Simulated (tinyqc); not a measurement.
# Single-electron transistor, orthodox theory and master equation: linear conductance against temperature

A metal island with n extra electrons joins the left lead (voltage V) and the right lead (0 V) by tunnel junctions and couples to a gate. Cs = CL + CR + Cg. Adding electron n + 1 costs mu(n) = [q (n + 1/2) - CL V - Cg Vg]/Cs (in volts); the Fermi levels are -V (left) and 0 (right). A jump that gains the energy W has the rate G(W) = (W/q)/(R [1 - exp(-W/Vt)]), W in volts, Vt = kB T/q. Sequential tunnelling only; I > 0 flows from left to right.

Onto the island: from the left W = -V - mu(n), from the right W = -mu(n); off the island (n + 1 to n): to the left W = mu(n) + V, to the right W = mu(n). Steady state: p(n + 1)/p(n) = (sum of on rates)/(sum of off rates), normalised. I = q sum_n [p(n + 1) (off to left) - p(n) (on from left)]. Enough charge states are kept that the digits shown do not change. The conductance is dI/dV at V = 0 times RL + RR, at Vg = q/(2 Cg) (peak) and Vg = 0 (valley).

Inputs (values chosen for the exercise):
- CL = 1.9 aF (capacitance of the left junction)
- CR = 1.9 aF (capacitance of the right junction)
- Cg = 0.4 aF (gate capacitance)
- RL = 85 kohm (resistance of the left junction)
- RR = 85 kohm (resistance of the right junction)

Constants: q = 1.602176634e-19 C, kB = 1.380649e-23 J/K, Vt = kB T/q. Results are converted to the units shown.

Results:
```
T (K)  kB T/(q^2/Cs)    peak     valley
7.2          0.01626  0.5000  2.741e-12
11           0.02485  0.5000   7.344e-8
29           0.06551  0.5000   0.007392
45            0.1017  0.5005    0.07139
72            0.1626  0.5121     0.2729
110           0.2485  0.5632     0.4928
180           0.4066  0.6749     0.6701
290           0.6551  0.7797     0.7796
```

Estimate the missing row, T = 18 K.

Computed row:
```
T (K)  kB T/(q^2/Cs)    peak    valley
18           0.04066  0.5000  1.123e-4
```

With this row back in the table: At low temperature the peak is 0.500, the limit 1/2 of a metal island with only two charge states in play; it rises from 0.500 to 0.780, and the valley rises from 2.74e-12 to 0.780. Among the rows the valley is within 10 % of the peak from kB T = 0.41 q^2/Cs on: the oscillation is washed out.

Range of the model: Cotunnelling, which dominates deep in the blockade, is left out. A junction resistance within a factor of four of h/q^2 = 25.8 kohm strains the orthodox theory.

tinyqc, about 0.01 s, one thread, Intel Xeon 2.30GHz (shared host): `OMP_NUM_THREADS=1 python tinyqc.py 2780017 2780018 out.jsonl`
